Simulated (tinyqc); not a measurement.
# Length offset and series resistance from crossing lines

Inverse problem. R_total = Rs + k (L - dL)/Vo with constant Rs, dL and k. Find k, dL and Rs.

R_total at (L, Vo) = (45, 0.4), (135, 0.4), (45, 0.85) and (135, 0.85), L in nm and Vo in V (ohm um): [581.75000, 1324.2500, 411.41176, 760.82353]

Answer. At each overdrive R is a straight line in L with slope k/Vo; the two lines cross at L = dL, R = Rs.

k = 3.30 ohm um V/nm
dL = 6.00 nm
Rs = 260 ohm um

tinyqc, about 0.03 s, one thread, Intel Xeon 2.30GHz (shared host): `OMP_NUM_THREADS=1 python tinyqc.py 2282286 2282287 out.jsonl`
